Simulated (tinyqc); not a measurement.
# Double-gate transistor below threshold, two-dimensional Poisson equation on a small mesh, step by step

Numbers from tinyqc (`OMP_NUM_THREADS=1 python tinyqc.py 2480060 2480061 out.jsonl`; about 0.1 s on one thread of a shared Intel Xeon 2.30GHz). Printed values are rounded.

Half of a symmetric double-gate structure: row 0 is the mid-plane of the body, where the normal field vanishes. Mobile charge is neglected (subthreshold), the body is fully depleted, and potentials are counted from the intrinsic level; rows run upward to the gate, columns from source to drain.

Values chosen for this exercise; semiconductor permittivity close to that of germanium: temperature T = 293 K; relative permittivity of the semiconductor eps_r = 16.3; relative permittivity of the insulator eox = 3.9; half the body thickness tb = 3 nm; insulator thickness tox = 1.5 nm; channel length L = 29 nm; acceptor density of the depleted body Na = 2.3e17 cm^-3; potential of the source Vbi = 0.57 V; gate offset Vfb = -0.07 V; gate voltage Vg = -0.1 V; drain voltage Vd = 0.3 V.

Constants: q = 1.602176634e-19 C, kB = 1.380649e-23 J/K, Vt = kB T/q, eps0 = 8.8541878128e-14 F/cm where lengths are in cm. Results are converted to the units shown.

## Coefficients of the five-point equations

Mesh: rows i = 0..2 in the semiconductor (step hs = tb/2, row 2 on the interface), then 1 step(s) ho = tox/1 up to the gate row 3; columns j = 0..4 (step hy = L/4). Box integration, divided by eps0: up_i = eps hy/h of the interval above row i, dn_i = that of the interval below (0 for row 0), lat_i = (sum of eps h/2 over the intervals above and below)/hy, s_i = -q Na w_i hy/eps0 with w_i the semiconductor height of the box (hs/2 for row 0 and the interface row, hs between, 0 in the insulator). Each free node obeys (up + dn + 2 lat) psi = up psi(above) + dn psi(below) + lat [psi(left) + psi(right)] + s.

```
row       up       dn      lat       s (V)
0    78.7833        0  1.68621  -0.0226302
1    78.7833  78.7833  3.37241  -0.0452604
2      18.85  78.7833  2.08966  -0.0226302
```

## Iteration 1: Jacobi sweep

psi at the start (fixed values on the edges, free nodes at zero) (V):
```
             j=0        j=1        j=2        j=3        j=4
row 0   0.570000   0.000000   0.000000   0.000000   0.870000
row 1   0.570000   0.000000   0.000000   0.000000   0.870000
row 2   0.570000   0.000000   0.000000   0.000000   0.870000
row 3  -0.030000  -0.030000  -0.030000  -0.030000  -0.030000
```

Free nodes: rows 0..2, columns 1..3, taken row by row from row 0, left to right. t = (up psi(above) + dn psi(below) + lat [psi(left) + psi(right)] + s)/(up + dn + 2 lat), with all neighbours from the previous sweep; psi(new) = t.

psi after iteration 1 (V):
```
             j=0        j=1        j=2        j=3        j=4
row 0   0.570000   0.011424  -0.000275   0.017581   0.870000
row 1   0.570000   0.011424  -0.000275   0.017581   0.870000
row 2   0.570000   0.005922  -0.005777   0.012080   0.870000
row 3  -0.030000  -0.030000  -0.030000  -0.030000  -0.030000
```

## Iteration 2: Jacobi sweep

As before.

psi after iteration 2 (V):
```
             j=0        j=1        j=2        j=3        j=4
row 0   0.570000   0.022372   0.000056   0.034434   0.870000
row 1   0.570000   0.019735  -0.002582   0.031797   0.870000
row 2   0.570000   0.014643  -0.005620   0.025565   0.870000
row 3  -0.030000  -0.030000  -0.030000  -0.030000  -0.030000
```

## Course of the iteration: Jacobi sweep

Stop when the largest change of psi is below 1e-7 V, or after 400 iterations. Fixed values: gate row Vg - Vfb; column 0 at Vbi and the last column at Vbi + Vd in the semiconductor, each running linearly to Vg - Vfb across the insulator.

Course of the iteration:
```
iteration  psi at row 0, j = 2 (V)  largest |change| of one entry (V)
1                      -2.75455e-4                             0.0176
2                       5.56981e-5                             0.0169
3                      -0.00158550                             0.0145
4                      -4.74315e-4                             0.0139
5                      -9.01229e-4                             0.0120
6                       7.61087e-4                             0.0115
7                       0.00118332                            9.96e-3
8                       0.00318287                            9.56e-3
9                       0.00417925                            8.30e-3
...                            ...                                ...
180                      0.0622626                            1.55e-7
181                      0.0622627                            1.46e-7
182                      0.0622629                            1.37e-7
183                      0.0622630                            1.30e-7
184                      0.0622631                            1.21e-7
185                      0.0622632                            1.15e-7
186                      0.0622633                            1.07e-7
187                      0.0622634                            1.01e-7
188                      0.0622635                            9.47e-8
```

Converged in 188 iterations. At the end each change is about 0.93 times the one before: linear convergence.

## Barrier, swing and barrier lowering

converged psi (V):
```
             j=0        j=1        j=2        j=3        j=4
row 0   0.570000   0.137269   0.062265   0.211794   0.870000
row 1   0.570000   0.129900   0.057747   0.201194   0.870000
row 2   0.570000   0.107354   0.044574   0.168680   0.870000
row 3  -0.030000  -0.030000  -0.030000  -0.030000  -0.030000
```

d psi/dVg on row 0: j=0 0.000000, j=1 0.721420, j=2 0.870002, j=3 0.721420, j=4 0.000000
d psi/dVd on row 0: j=0 0.00000, j=1 0.01508, j=2 0.06500, j=3 0.26350, j=4 1.00000

The barrier is read along row 0, the path farthest from the gate. Take the node j of lowest psi: barrier Vbi - psi_j; swing Vt ln 10/(d psi_j/dVg); DIBL = (d psi_j/dVd)/(d psi_j/dVg). The derivatives solve the same equations with s = 0 and a unit change of that voltage.

j = 2
barrier = 0.507735 V
swing = 66.8245 mV/decade
DIBL = 74.7114 mV/V

A mesh of 12, 8 and 80 steps (semiconductor, insulator, channel) gives a barrier of 0.531 V, a swing of 64.8 mV a decade and a DIBL of 45.9 mV/V; the small mesh puts the barrier 4.4 % below that.
